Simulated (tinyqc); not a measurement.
Worked calculation: Pariser-Parr-Pople SCF with singles CI, for the molecule O=CC1=CC=C1O (SMILES; centres numbered as the heavy atoms are written). Computed by tinyqc, a small Python program that keeps every step. Settings: charge = 0, gamma = MN, start = huckel, damping = 0.3, iteration cap = 65, excitations kept = 6. Command: `OMP_NUM_THREADS=1 python tinyqc.py 30248 30249 out.jsonl` (the two numbers bound the seeds that draw the settings). One thread of a shared host (Intel(R) Xeon(R) Processor @ 2.60GHz), about 0.02 s of CPU time with the checks.

Centres (angstrom, eV; a flat drawing with bonds scaled to 1.40 angstrom):
```
centre        x        y  core charge z        W  gamma_rr
1O      -2.3880   0.3250              1  17.7000   15.2000
2C      -1.5060  -0.7620              1  11.1600   11.1300
3C      -0.1230  -0.5410              1  11.1600   11.1300
4C       1.0110  -1.3620              1  11.1600   11.1300
5C       1.8320  -0.2280              1  11.1600   11.1300
6C       0.6980   0.5930              1  11.1600   11.1300
7O       0.4770   1.9750              2  33.0000   21.5000
```

Resonance integrals (eV):
```
i  j     beta
1  2  -2.2300
2  3  -2.1200
3  4  -2.1200
4  5  -2.1200
5  6  -2.1200
6  7  -1.9900
6  3  -2.1200
```

Stop when output and input P, before any damping, agree to 1e-7.

Course of the cycle:
```
iteration       E (eV)  largest |P(out) - P(in)|
1          -118.227482                  8.19e-01
2          -122.531468                  2.32e-01
3          -123.635218                  6.44e-02
4          -123.961459                  2.09e-02
5          -124.062978                  2.02e-02
6          -124.097093                  2.05e-02
7          -124.111611                  2.21e-02
8          -124.121397                  2.53e-02
9          -124.131263                  2.83e-02
10         -124.142929                  3.12e-02
11         -124.157098                  3.36e-02
...                ...                       ...
55         -124.363483                  1.31e-05
56         -124.363483                  1.04e-05
57         -124.363483                  8.30e-06
58         -124.363483                  6.61e-06
59         -124.363483                  5.27e-06
60         -124.363483                  4.20e-06
61         -124.363483                  3.35e-06
62         -124.363483                  2.67e-06
63         -124.363483                  2.13e-06
64         -124.363483                  1.70e-06
65         -124.363483                  1.35e-06
```

Can the last value be used, and what does the course show?

Not by the stop rule, although the second column moves by less than 1e-07 over the last three steps. Not converged within 65 iterations: the residual falls steadily but slowly, by a factor of about 0.80 a step. Reruns (cap 100 unless said): damping 0.5: not converged; damping 0: converged in 53 (E = -124.36348); the original settings with a cap of 400: converged in 77 (E = -124.36348).
